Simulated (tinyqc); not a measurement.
Undoped gate-all-around wire MOSFET, analytic charge model: effect of the temperature.

An undoped round wire of radius R under an insulator shell and a surrounding gate; long channel, electrons only, n = ni exp((psi - V)/Vt) with V the quasi-Fermi potential (0 at the source, Vd at the drain), constant mobility, no quantisation. The radial Poisson equation gives n(r) = n(0)/(1 - (1 - b) r^2/R^2)^2 with b = Q0/(Q + Q0). Q is the electron charge per area of the wire surface.

Nc and Nv are given at 250 K and scale as (T/250 K)^1.5; Eg and mu are held fixed. ni = sqrt(Nc Nv) exp(-Eg/(2 Vt)), Eg in volts; Cox = eps0 eox/(R ln(1 + tox/R)); Q0 = 4 eps0 eps_r Vt/R; V0 = dphi + Vt ln[8 eps0 eps_r Vt/(q ni R^2)]. Q solves Vg - V0 - V = Q/Cox + Vt ln(Q/Q0) + Vt ln(1 + Q/Q0). I = mu (2 pi R/L)[2 Vt (Qs - Qd) + (Qs^2 - Qd^2)/(2 Cox) + Vt Q0 ln((Qd + Q0)/(Qs + Q0))], with Qs at V = 0 and Qd at V = Vd.  I(low) is taken at Vg = 0.73 V, Qs and I(high) at Vg = 1.48 V.

Parameters, values chosen for the exercise; material values close to those of gallium arsenide: band gap Eg = 1.41 eV; relative permittivity of the semiconductor eps_r = 13; conduction-band density of states at the reference temperature Nc = 3.37e17 cm^-3; valence-band density of states at the reference temperature Nv = 6.88e18 cm^-3; relative permittivity of the gate insulator eox = 3.76; insulator thickness tox = 3.5 nm; wire radius R = 3 nm; gate work function less that of the intrinsic body dphi = 0.23 V; channel mobility mu = 420 cm^2/(V s); gate length L = 0.5 um; drain voltage Vd = 0.1 V.

Constants: q = 1.602176634e-19 C, kB = 1.380649e-23 J/K, Vt = kB T/q, eps0 = 8.8541878128e-14 F/cm where lengths are in cm. Results are converted to the units shown.

Effect of the temperature:
```
T (K),V0 (V),I(low) (nA),Qs(high) (nC/cm^2),I(high) (uA)
220,0.9779,1.816e-4,665.7,0.9482
250,0.9824,9.109e-4,658.9,0.9384
280,0.9867,0.003331,653.1,0.9301
310,0.9909,0.009695,648.0,0.9229
340,0.9950,0.02380,643.7,0.9168
370,0.9989,0.05126,639.9,0.9117
400,1.003,0.09958,636.7,0.9073
430,1.007,0.1781,634.0,0.9038
```

What does the comparison show?

As T goes from 220 to 430 K, I(low) rises from 1.82e-4 to 0.178 nA and I(high) falls from 0.948 to 0.904 uA. V0 rises from 0.978 to 1.01 V. In every row the surface density at the source at the higher gate voltage passes 0.3 Nc, where Boltzmann statistics fail. In every row the mobility is held fixed, though a real one changes with T. In every row the body is thin enough for quantum confinement, left out here, to raise the threshold.

Computed by the program tinyqc: `OMP_NUM_THREADS=1 python tinyqc.py 2460081 2460082 out.jsonl`, one thread of a shared Intel Xeon 2.30GHz, about 0.02 s for the whole run.
